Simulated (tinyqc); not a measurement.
Worked calculation (part 1 of 2): UHF in the 6-31g basis, for H2+, spin multiplicity 2. Computed by tinyqc, a small Python program that keeps every step (integrals from PySCF). Settings: charge = 1, multiplicity = 2, basis = 6-31g, energy threshold = 1e-08, iteration cap = 88, orthogonalisation = symmetric, start = atomic densities, DIIS depth = 6, DIIS from iteration = 2, method = UHF. Command: `OMP_NUM_THREADS=1 python tinyqc.py 27943 27944 out.jsonl` (the two numbers bound the seeds that draw the settings). One thread of a shared host (Intel(R) Xeon(R) Processor @ 2.60GHz), about 0.04 s of CPU time with the checks. Later iterations appear only in the table of the cycle.

## One-electron integrals

Geometry (angstrom):
```
atom,x,y,z
H,0.000000,0.000000,0.000000
H,0.000000,0.000000,0.778000
```

Basis 6-31g: exponents (1/bohr^2) and contraction coefficients of normalised primitives:
```
element,l (shell),exponent,coefficient
H,s (1),18.731137,0.033495
H,s (1),2.825394,0.234727
H,s (1),0.640122,0.813757
H,s (2),0.161278,1.000000
```

Overlap, kinetic and nuclear-attraction integrals over the contracted functions; the nuclear repulsion is the sum of Za Zb / Rab.

nuclear repulsion = 0.68017636 hartree

overlap S:
```
,1H 1s,1H 2s,2H 1s,2H 2s
1H 1s,1.000000,0.658292,0.421786,0.495467
1H 2s,0.658292,1.000000,0.495467,0.840043
2H 1s,0.421786,0.495467,1.000000,0.658292
2H 2s,0.495467,0.840043,0.658292,1.000000
```

kinetic energy T (hartree):
```
,1H 1s,1H 2s,2H 1s,2H 2s
1H 1s,1.395678,0.259735,0.192733,0.158210
1H 2s,0.259735,0.241917,0.158210,0.179606
2H 1s,0.192733,0.158210,1.395678,0.259735
2H 2s,0.158210,0.179606,0.259735,0.241917
```

nuclear attraction V (hartree):
```
,1H 1s,1H 2s,2H 1s,2H 2s
1H 1s,-2.324990,-1.165131,-0.944278,-0.908274
1H 2s,-1.165131,-1.159376,-0.908274,-1.017270
2H 1s,-0.944278,-0.908274,-2.324990,-1.165131
2H 2s,-0.908274,-1.017270,-1.165131,-1.159376
```

core Hamiltonian H = T + V (hartree):
```
,1H 1s,1H 2s,2H 1s,2H 2s
1H 1s,-0.929312,-0.905396,-0.751545,-0.750064
1H 2s,-0.905396,-0.917460,-0.750064,-0.837664
2H 1s,-0.751545,-0.750064,-0.929312,-0.905396
2H 2s,-0.750064,-0.837664,-0.905396,-0.917460
```

## Two-electron integrals

Functions are numbered as in S; the eight-fold symmetry (ij|kl) = (ji|kl) = (kl|ij) leaves the list below.

Two-electron integrals (ij|kl) in chemists' order, unique and non-zero (hartree):
```
i,j,k,l,(ij|kl)
1,1,1,1,1.076566
2,1,1,1,0.578470
2,1,2,1,0.329423
2,2,1,1,0.587396
2,2,2,1,0.361304
2,2,2,2,0.453150
3,1,1,1,0.372874
3,1,2,1,0.212824
3,1,2,2,0.233161
3,1,3,1,0.170894
3,2,1,1,0.330038
3,2,2,1,0.200750
3,2,2,2,0.243484
3,2,3,1,0.168456
3,2,3,2,0.185626
3,3,1,1,0.638593
3,3,2,1,0.395970
3,3,2,2,0.490102
3,3,3,1,0.372874
3,3,3,2,0.428327
3,3,3,3,1.076566
4,1,1,1,0.428327
4,1,2,1,0.244844
4,1,2,2,0.270148
4,1,3,1,0.168456
4,1,3,2,0.162278
4,1,3,3,0.330038
4,1,4,1,0.185626
4,2,1,1,0.470295
4,2,2,1,0.291003
4,2,2,2,0.369891
4,2,3,1,0.205084
4,2,3,2,0.224252
4,2,3,3,0.470295
4,2,4,1,0.224252
4,2,4,2,0.319776
4,3,1,1,0.395970
4,3,2,1,0.245305
4,3,2,2,0.307945
4,3,3,1,0.212824
4,3,3,2,0.244844
4,3,3,3,0.578470
4,3,4,1,0.200750
4,3,4,2,0.291003
4,3,4,3,0.329423
4,4,1,1,0.490102
4,4,2,1,0.307945
4,4,2,2,0.405573
4,4,3,1,0.233161
4,4,3,2,0.270148
4,4,3,3,0.587396
4,4,4,1,0.243484
4,4,4,2,0.369891
4,4,4,3,0.361304
4,4,4,4,0.453150
```

## Orthogonalisation

S = U s U^T; symmetric (Loewdin) form X = U s^(-1/2) U^T, so that X^T S X = 1.

eigenvalues of S: 0.104044  0.458356  0.634126  2.803474

X:
```
,1H 1s,1H 2s,2H 1s,2H 2s
1H 1s,1.282968,-0.499705,-0.167357,0.066849
1H 2s,-0.499705,1.932178,0.066849,-0.973484
2H 1s,-0.167357,0.066849,1.282968,-0.499705
2H 2s,0.066849,-0.973484,-0.499705,1.932178
```

## Starting guess

The start is atomic minimal-basis densities projected into this basis (PySCF's MINAO start) and scaled to the electron count of each spin; this density is not idempotent, so its energy is not variational and may lie below the converged one.

D(alpha) at the start:
```
,1H 1s,1H 2s,2H 1s,2H 2s
1H 1s,0.135828,0.148372,-0.003437,0.001607
1H 2s,0.148372,0.162286,0.001607,0.007617
2H 1s,-0.003437,0.001607,0.135828,0.148372
2H 2s,0.001607,0.007617,0.148372,0.162286
```

D(beta) at the start:
```
,1H 1s,1H 2s,2H 1s,2H 2s
1H 1s,0.000000,0.000000,0.000000,0.000000
1H 2s,0.000000,0.000000,0.000000,0.000000
2H 1s,0.000000,0.000000,0.000000,0.000000
2H 2s,0.000000,0.000000,0.000000,0.000000
```

## Iteration 1: building the Fock matrix

J_ij = sum D_kl (ij|kl) with D = D(alpha) + D(beta), K_ij = sum D_kl (ik|jl) for each spin; F = H + J - K(s); E = tr D H + tr D J / 2 - 0.5 sum_s tr D(s) K(s) + E_nn.

Coulomb J (hartree):
```
,1H 1s,1H 2s,2H 1s,2H 2s
1H 1s,0.704028,0.415916,0.306312,0.321967
1H 2s,0.415916,0.489992,0.321967,0.425425
2H 1s,0.306312,0.321967,0.704028,0.415916
2H 2s,0.321967,0.425425,0.415916,0.489992
```

exchange K(alpha) (hartree):
```
,1H 1s,1H 2s,2H 1s,2H 2s
1H 1s,0.477899,0.391273,0.329679,0.348237
1H 2s,0.391273,0.375127,0.348237,0.358923
2H 1s,0.329679,0.348237,0.477899,0.391273
2H 2s,0.348237,0.358923,0.391273,0.375127
```

exchange K(beta) (hartree):
```
,1H 1s,1H 2s,2H 1s,2H 2s
1H 1s,0.000000,0.000000,0.000000,0.000000
1H 2s,0.000000,0.000000,0.000000,0.000000
2H 1s,0.000000,0.000000,0.000000,0.000000
2H 2s,0.000000,0.000000,0.000000,0.000000
```

F(alpha) (hartree):
```
,1H 1s,1H 2s,2H 1s,2H 2s
1H 1s,-0.703183,-0.880753,-0.774912,-0.776334
1H 2s,-0.880753,-0.802594,-0.776334,-0.771161
2H 1s,-0.774912,-0.776334,-0.703183,-0.880753
2H 2s,-0.776334,-0.771161,-0.880753,-0.802594
```

F(beta) (hartree):
```
,1H 1s,1H 2s,2H 1s,2H 2s
1H 1s,-0.225283,-0.489480,-0.445233,-0.428097
1H 2s,-0.489480,-0.427467,-0.428097,-0.412239
2H 1s,-0.445233,-0.428097,-0.225283,-0.489480
2H 2s,-0.428097,-0.412239,-0.489480,-0.427467
```

total energy of this density = -0.36264644 hartree

This density is the starting one; it is not idempotent, so its energy is not variational and may lie below the converged one.

## Iteration 1: diagonalisation and new density

Diagonalise F' = X^T F X, C = X C', fill 1 alpha and 0 beta electrons from the bottom; D(s) = C_occ C_occ^T. Each column has its largest component positive (the first on a tie).

F' = X^T F X (alpha) (hartree):
```
,1,2,3,4
1,-0.110843,-0.598345,-0.423233,-0.117596
2,-0.598345,-0.123317,-0.117596,-0.224751
3,-0.423233,-0.117596,-0.110843,-0.598345
4,-0.117596,-0.224751,-0.598345,-0.123317
```

orbital energies (alpha) (hartree): MO1 -1.163029, MO2 -0.285272, MO3 0.280884, MO4 0.699096

coefficients C (alpha):
```
,MO1,MO2,MO3,MO4
1H 1s,0.390639,0.330621,0.750585,-1.050192
1H 2s,0.217462,1.349860,-0.711294,1.599940
2H 1s,0.390639,-0.330621,0.750585,1.050192
2H 2s,0.217462,-1.349860,-0.711294,-1.599940
```

F' = X^T F X (beta) (hartree):
```
,1,2,3,4
1,0.226492,-0.457543,-0.332147,-0.023504
2,-0.457543,0.004134,-0.023504,-0.139989
3,-0.332147,-0.023504,0.226492,-0.457543
4,-0.023504,-0.139989,-0.457543,0.004134
```

orbital energies (beta) (hartree): MO1 -0.602039, MO2 -0.129603, MO3 0.360529, MO4 0.832365

coefficients C (beta):
```
,MO1,MO2,MO3,MO4
1H 1s,0.329189,0.208195,0.779494,-1.081142
1H 2s,0.273803,1.524181,-0.691564,1.434852
2H 1s,0.329189,-0.208195,0.779494,1.081142
2H 2s,0.273803,-1.524181,-0.691564,-1.434852
```

D(alpha) after iteration 1:
```
,1H 1s,1H 2s,2H 1s,2H 2s
1H 1s,0.152599,0.084949,0.152599,0.084949
1H 2s,0.084949,0.047290,0.084949,0.047290
2H 1s,0.152599,0.084949,0.152599,0.084949
2H 2s,0.084949,0.047290,0.084949,0.047290
```

D(beta) after iteration 1:
```
,1H 1s,1H 2s,2H 1s,2H 2s
1H 1s,0.000000,0.000000,0.000000,0.000000
1H 2s,0.000000,0.000000,0.000000,0.000000
2H 1s,0.000000,0.000000,0.000000,0.000000
2H 2s,0.000000,0.000000,0.000000,0.000000
```

## Iteration 2: building the Fock matrix

As before.

Coulomb J (hartree):
```
,1H 1s,1H 2s,2H 1s,2H 2s
1H 1s,0.765368,0.446175,0.336963,0.347451
1H 2s,0.446175,0.512148,0.347451,0.446435
2H 1s,0.336963,0.347451,0.765368,0.446175
2H 2s,0.347451,0.446435,0.446175,0.512148
```

exchange K(alpha) (hartree):
```
,1H 1s,1H 2s,2H 1s,2H 2s
1H 1s,0.587507,0.457749,0.463715,0.427687
1H 2s,0.457749,0.401694,0.427687,0.391966
2H 1s,0.463715,0.427687,0.587507,0.457749
2H 2s,0.427687,0.391966,0.457749,0.401694
```

exchange K(beta) (hartree):
```
,1H 1s,1H 2s,2H 1s,2H 2s
1H 1s,0.000000,0.000000,0.000000,0.000000
1H 2s,0.000000,0.000000,0.000000,0.000000
2H 1s,0.000000,0.000000,0.000000,0.000000
2H 2s,0.000000,0.000000,0.000000,0.000000
```

F(alpha) (hartree):
```
,1H 1s,1H 2s,2H 1s,2H 2s
1H 1s,-0.751451,-0.916970,-0.878297,-0.830299
1H 2s,-0.916970,-0.807005,-0.830299,-0.783195
2H 1s,-0.878297,-0.830299,-0.751451,-0.916970
2H 2s,-0.830299,-0.783195,-0.916970,-0.807005
```

F(beta) (hartree):
```
,1H 1s,1H 2s,2H 1s,2H 2s
1H 1s,-0.163944,-0.459221,-0.414581,-0.402612
1H 2s,-0.459221,-0.405312,-0.402612,-0.391229
2H 1s,-0.414581,-0.402612,-0.163944,-0.459221
2H 2s,-0.402612,-0.391229,-0.459221,-0.405312
```

total energy of this density = -0.56133572 hartree

## Iteration 2: diagonalisation and new density

As before.

F' = X^T F X (alpha) (hartree):
```
,1,2,3,4
1,-0.118602,-0.603664,-0.520203,-0.145569
2,-0.603664,-0.095852,-0.145569,-0.220899
3,-0.520203,-0.145569,-0.118602,-0.603664
4,-0.145569,-0.220899,-0.603664,-0.095852
```

orbital energies (alpha) (hartree): MO1 -1.244120, MO2 -0.215186, MO3 0.288564, MO4 0.741834

coefficients C (alpha):
```
,MO1,MO2,MO3,MO4
1H 1s,0.421268,0.289860,0.733832,-1.062165
1H 2s,0.187937,1.410578,-0.719659,1.546673
2H 1s,0.421268,-0.289860,0.733832,1.062165
2H 2s,0.187937,-1.410578,-0.719659,-1.546673
```

F' = X^T F X (beta) (hartree):
```
,1,2,3,4
1,0.289399,-0.456404,-0.326312,-0.016914
2,-0.456404,0.011360,-0.016914,-0.136571
3,-0.326312,-0.016914,0.289399,-0.456404
4,-0.016914,-0.136571,-0.456404,0.011360
```

orbital energies (beta) (hartree): MO1 -0.556435, MO2 -0.116031, MO3 0.394311, MO4 0.879672

coefficients C (beta):
```
,MO1,MO2,MO3,MO4
1H 1s,0.305018,0.184595,0.789266,-1.085420
1H 2s,0.294979,1.555075,-0.682801,1.401310
2H 1s,0.305018,-0.184595,0.789266,1.085420
2H 2s,0.294979,-1.555075,-0.682801,-1.401310
```

D(alpha) after iteration 2:
```
,1H 1s,1H 2s,2H 1s,2H 2s
1H 1s,0.177467,0.079172,0.177467,0.079172
1H 2s,0.079172,0.035320,0.079172,0.035320
2H 1s,0.177467,0.079172,0.177467,0.079172
2H 2s,0.079172,0.035320,0.079172,0.035320
```

D(beta) after iteration 2:
```
,1H 1s,1H 2s,2H 1s,2H 2s
1H 1s,0.000000,0.000000,0.000000,0.000000
1H 2s,0.000000,0.000000,0.000000,0.000000
2H 1s,0.000000,0.000000,0.000000,0.000000
2H 2s,0.000000,0.000000,0.000000,0.000000
```

## Iteration 3: building the Fock matrix

As before.

Coulomb J (hartree):
```
,1H 1s,1H 2s,2H 1s,2H 2s
1H 1s,0.782386,0.454224,0.344705,0.354003
1H 2s,0.454224,0.517737,0.354003,0.451607
2H 1s,0.344705,0.354003,0.782386,0.454224
2H 2s,0.354003,0.451607,0.454224,0.517737
```

exchange K(alpha) (hartree):
```
,1H 1s,1H 2s,2H 1s,2H 2s
1H 1s,0.609008,0.462039,0.479911,0.431754
1H 2s,0.462039,0.393437,0.431754,0.384108
2H 1s,0.479911,0.431754,0.609008,0.462039
2H 2s,0.431754,0.384108,0.462039,0.393437
```

exchange K(beta) (hartree):
```
,1H 1s,1H 2s,2H 1s,2H 2s
1H 1s,0.000000,0.000000,0.000000,0.000000
1H 2s,0.000000,0.000000,0.000000,0.000000
2H 1s,0.000000,0.000000,0.000000,0.000000
2H 2s,0.000000,0.000000,0.000000,0.000000
```

F(alpha) (hartree):
```
,1H 1s,1H 2s,2H 1s,2H 2s
1H 1s,-0.755934,-0.913210,-0.886750,-0.827814
1H 2s,-0.913210,-0.793160,-0.827814,-0.770165
2H 1s,-0.886750,-0.827814,-0.755934,-0.913210
2H 2s,-0.827814,-0.770165,-0.913210,-0.793160
```

F(beta) (hartree):
```
,1H 1s,1H 2s,2H 1s,2H 2s
1H 1s,-0.146926,-0.451171,-0.406840,-0.396061
1H 2s,-0.451171,-0.399723,-0.396061,-0.386057
2H 1s,-0.406840,-0.396061,-0.146926,-0.451171
2H 2s,-0.396061,-0.386057,-0.451171,-0.399723
```

total energy of this density = -0.56465908 hartree

## Iteration 3: DIIS over 2 matrices

error matrix X^T (FDS - SDF) X (alpha):
```
,1,2,3,4
1,0.000000,-0.008666,0.000000,-0.008666
2,0.008666,0.000000,0.008666,0.000000
3,0.000000,-0.008666,0.000000,-0.008666
4,0.008666,0.000000,0.008666,0.000000
```

B (overlaps of the stored error matrices):
```
,1,2
1,7.9803626e-03,2.1896206e-03
2,2.1896206e-03,6.0077949e-04
```

Minimise |sum c_i e_i|^2 with sum c_i = 1: solve [B -1; -1 0][c; lambda] = [0; -1] with B_ij = tr e_i^T e_j summed over both spins, and take F = sum c_i F_i.

DIIS coefficients: -0.378124  1.378124

extrapolated F(alpha) (hartree):
```
,1H 1s,1H 2s,2H 1s,2H 2s
1H 1s,-0.757628,-0.911788,-0.889947,-0.826875
1H 2s,-0.911788,-0.787925,-0.826875,-0.765238
2H 1s,-0.889947,-0.826875,-0.757628,-0.911788
2H 2s,-0.826875,-0.765238,-0.911788,-0.787925
```

extrapolated F(beta) (hartree):
```
,1H 1s,1H 2s,2H 1s,2H 2s
1H 1s,-0.140491,-0.448127,-0.403912,-0.393583
1H 2s,-0.448127,-0.397609,-0.393583,-0.384101
2H 1s,-0.403912,-0.393583,-0.140491,-0.448127
2H 2s,-0.393583,-0.384101,-0.448127,-0.397609
```

## Iteration 3: diagonalisation and new density

As before.

F' = X^T F X (alpha) (hartree):
```
,1,2,3,4
1,-0.125888,-0.600825,-0.536476,-0.144353
2,-0.600825,-0.081344,-0.144353,-0.211848
3,-0.536476,-0.144353,-0.125888,-0.600825
4,-0.144353,-0.211848,-0.600825,-0.081344
```

orbital energies (alpha) (hartree): MO1 -1.245478, MO2 -0.206925, MO3 0.289922, MO4 0.748017

coefficients C (alpha):
```
,MO1,MO2,MO3,MO4
1H 1s,0.432634,0.287459,0.727189,-1.062817
1H 2s,0.176717,1.414069,-0.722496,1.543482
2H 1s,0.432634,-0.287459,0.727189,1.062817
2H 2s,0.176717,-1.414069,-0.722496,-1.543482
```

F' = X^T F X (beta) (hartree):
```
,1,2,3,4
1,0.314146,-0.456117,-0.325246,-0.014541
2,-0.456117,0.014100,-0.014541,-0.135987
3,-0.325246,-0.014541,0.314146,-0.456117
4,-0.014541,-0.135987,-0.456117,0.014100
```

orbital energies (beta) (hartree): MO1 -0.540401, MO2 -0.110082, MO3 0.407413, MO4 0.899561

coefficients C (beta):
```
,MO1,MO2,MO3,MO4
1H 1s,0.295466,0.175427,0.792891,-1.086940
1H 2s,0.303201,1.566847,-0.679189,1.388135
2H 1s,0.295466,-0.175427,0.792891,1.086940
2H 2s,0.303201,-1.566847,-0.679189,-1.388135
```

D(alpha) after iteration 3:
```
,1H 1s,1H 2s,2H 1s,2H 2s
1H 1s,0.187172,0.076454,0.187172,0.076454
1H 2s,0.076454,0.031229,0.076454,0.031229
2H 1s,0.187172,0.076454,0.187172,0.076454
2H 2s,0.076454,0.031229,0.076454,0.031229
```

D(beta) after iteration 3:
```
,1H 1s,1H 2s,2H 1s,2H 2s
1H 1s,0.000000,0.000000,0.000000,0.000000
1H 2s,0.000000,0.000000,0.000000,0.000000
2H 1s,0.000000,0.000000,0.000000,0.000000
2H 2s,0.000000,0.000000,0.000000,0.000000
```

## Iteration 4: building the Fock matrix

As before.

Coulomb J (hartree):
```
,1H 1s,1H 2s,2H 1s,2H 2s
1H 1s,0.788595,0.457148,0.347530,0.356384
1H 2s,0.457148,0.519751,0.356384,0.453472
2H 1s,0.347530,0.356384,0.788595,0.457148
2H 2s,0.356384,0.453472,0.457148,0.519751
```

exchange K(alpha) (hartree):
```
,1H 1s,1H 2s,2H 1s,2H 2s
1H 1s,0.616698,0.463253,0.485676,0.432907
1H 2s,0.463253,0.390056,0.432907,0.380880
2H 1s,0.485676,0.432907,0.616698,0.463253
2H 2s,0.432907,0.380880,0.463253,0.390056
```

exchange K(beta) (hartree):
```
,1H 1s,1H 2s,2H 1s,2H 2s
1H 1s,0.000000,0.000000,0.000000,0.000000
1H 2s,0.000000,0.000000,0.000000,0.000000
2H 1s,0.000000,0.000000,0.000000,0.000000
2H 2s,0.000000,0.000000,0.000000,0.000000
```

F(alpha) (hartree):
```
,1H 1s,1H 2s,2H 1s,2H 2s
1H 1s,-0.757414,-0.911500,-0.889692,-0.826587
1H 2s,-0.911500,-0.787765,-0.826587,-0.765071
2H 1s,-0.889692,-0.826587,-0.757414,-0.911500
2H 2s,-0.826587,-0.765071,-0.911500,-0.787765
```

F(beta) (hartree):
```
,1H 1s,1H 2s,2H 1s,2H 2s
1H 1s,-0.140716,-0.448248,-0.404015,-0.393680
1H 2s,-0.448248,-0.397708,-0.393680,-0.384191
2H 1s,-0.404015,-0.393680,-0.140716,-0.448248
2H 2s,-0.393680,-0.384191,-0.448248,-0.397708
```

total energy of this density = -0.56492877 hartree

## Iteration 4: DIIS over 3 matrices

error matrix X^T (FDS - SDF) X (alpha):
```
,1,2,3,4
1,0.000000,0.000000,0.000000,0.000000
2,0.000000,0.000000,0.000000,0.000000
3,0.000000,0.000000,0.000000,0.000000
4,0.000000,0.000000,0.000000,0.000000
```

B (overlaps of the stored error matrices):
```
,1,2,3
1,7.9803626e-03,2.1896206e-03,0.0000000e+00
2,2.1896206e-03,6.0077949e-04,0.0000000e+00
3,0.0000000e+00,0.0000000e+00,0.0000000e+00
```

As before.

DIIS coefficients: -0.124293  0.453002  0.671291

extrapolated F(alpha) (hartree):
```
,1H 1s,1H 2s,2H 1s,2H 2s
1H 1s,-0.757484,-0.911595,-0.889776,-0.826682
1H 2s,-0.911595,-0.787817,-0.826682,-0.765126
2H 1s,-0.889776,-0.826682,-0.757484,-0.911595
2H 2s,-0.826682,-0.765126,-0.911595,-0.787817
```

extrapolated F(beta) (hartree):
```
,1H 1s,1H 2s,2H 1s,2H 2s
1H 1s,-0.140642,-0.448208,-0.403982,-0.393648
1H 2s,-0.448208,-0.397676,-0.393648,-0.384162
2H 1s,-0.403982,-0.393648,-0.140642,-0.448208
2H 2s,-0.393648,-0.384162,-0.448208,-0.397676
```

## Iteration 4: diagonalisation and new density

As before.

F' = X^T F X (alpha) (hartree):
```
,1,2,3,4
1,-0.125888,-0.600689,-0.536416,-0.144247
2,-0.600689,-0.081398,-0.144247,-0.211854
3,-0.536416,-0.144247,-0.125888,-0.600689
4,-0.144247,-0.211854,-0.600689,-0.081398
```

orbital energies (alpha) (hartree): MO1 -1.245228, MO2 -0.206948, MO3 0.289672, MO4 0.747933

coefficients C (alpha):
```
,MO1,MO2,MO3,MO4
1H 1s,0.432634,0.287456,0.727189,-1.062818
1H 2s,0.176717,1.414075,-0.722496,1.543477
2H 1s,0.432634,-0.287456,0.727189,1.062818
2H 2s,0.176717,-1.414075,-0.722496,-1.543477
```

F' = X^T F X (beta) (hartree):
```
,1,2,3,4
1,0.313993,-0.456127,-0.325251,-0.014555
2,-0.456127,0.014069,-0.014555,-0.135994
3,-0.325251,-0.014555,0.313993,-0.456127
4,-0.014555,-0.135994,-0.456127,0.014069
```

orbital energies (beta) (hartree): MO1 -0.540515, MO2 -0.110134, MO3 0.407332, MO4 0.899440

coefficients C (beta):
```
,MO1,MO2,MO3,MO4
1H 1s,0.295518,0.175484,0.792872,-1.086931
1H 2s,0.303157,1.566775,-0.679209,1.388216
2H 1s,0.295518,-0.175484,0.792872,1.086931
2H 2s,0.303157,-1.566775,-0.679209,-1.388216
```

D(alpha) after iteration 4:
```
,1H 1s,1H 2s,2H 1s,2H 2s
1H 1s,0.187172,0.076454,0.187172,0.076454
1H 2s,0.076454,0.031229,0.076454,0.031229
2H 1s,0.187172,0.076454,0.187172,0.076454
2H 2s,0.076454,0.031229,0.076454,0.031229
```

D(beta) after iteration 4:
```
,1H 1s,1H 2s,2H 1s,2H 2s
1H 1s,0.000000,0.000000,0.000000,0.000000
1H 2s,0.000000,0.000000,0.000000,0.000000
2H 1s,0.000000,0.000000,0.000000,0.000000
2H 2s,0.000000,0.000000,0.000000,0.000000
```

## Iteration 5 (converged): orbitals

converged F(alpha) (hartree):
```
,1H 1s,1H 2s,2H 1s,2H 2s
1H 1s,-0.757414,-0.911500,-0.889692,-0.826587
1H 2s,-0.911500,-0.787765,-0.826587,-0.765071
2H 1s,-0.889692,-0.826587,-0.757414,-0.911500
2H 2s,-0.826587,-0.765071,-0.911500,-0.787765
```

converged F(beta) (hartree):
```
,1H 1s,1H 2s,2H 1s,2H 2s
1H 1s,-0.140716,-0.448248,-0.404015,-0.393680
1H 2s,-0.448248,-0.397708,-0.393680,-0.384191
2H 1s,-0.404015,-0.393680,-0.140716,-0.448248
2H 2s,-0.393680,-0.384191,-0.448248,-0.397708
```

As before.

F' = X^T F X (alpha) (hartree):
```
,1,2,3,4
1,-0.125888,-0.600622,-0.536387,-0.144195
2,-0.600622,-0.081424,-0.144195,-0.211857
3,-0.536387,-0.144195,-0.125888,-0.600622
4,-0.144195,-0.211857,-0.600622,-0.081424
```

orbital energies (alpha) (hartree): MO1 -1.245105, MO2 -0.206959, MO3 0.289549, MO4 0.747891

coefficients C (alpha):
```
,MO1,MO2,MO3,MO4
1H 1s,0.432634,0.287454,0.727189,-1.062819
1H 2s,0.176717,1.414077,-0.722496,1.543475
2H 1s,0.432634,-0.287454,0.727189,1.062819
2H 2s,0.176717,-1.414077,-0.722496,-1.543475
```

F' = X^T F X (beta) (hartree):
```
,1,2,3,4
1,0.313918,-0.456132,-0.325253,-0.014562
2,-0.456132,0.014054,-0.014562,-0.135997
3,-0.325253,-0.014562,0.313918,-0.456132
4,-0.014562,-0.135997,-0.456132,0.014054
```

orbital energies (beta) (hartree): MO1 -0.540571, MO2 -0.110159, MO3 0.407292, MO4 0.899382

coefficients C (beta):
```
,MO1,MO2,MO3,MO4
1H 1s,0.295544,0.175512,0.792862,-1.086926
1H 2s,0.303135,1.566739,-0.679219,1.388256
2H 1s,0.295544,-0.175512,0.792862,1.086926
2H 2s,0.303135,-1.566739,-0.679219,-1.388256
```

D(alpha) after iteration 5:
```
,1H 1s,1H 2s,2H 1s,2H 2s
1H 1s,0.187172,0.076454,0.187172,0.076454
1H 2s,0.076454,0.031229,0.076454,0.031229
2H 1s,0.187172,0.076454,0.187172,0.076454
2H 2s,0.076454,0.031229,0.076454,0.031229
```

D(beta) after iteration 5:
```
,1H 1s,1H 2s,2H 1s,2H 2s
1H 1s,0.000000,0.000000,0.000000,0.000000
1H 2s,0.000000,0.000000,0.000000,0.000000
2H 1s,0.000000,0.000000,0.000000,0.000000
2H 2s,0.000000,0.000000,0.000000,0.000000
```
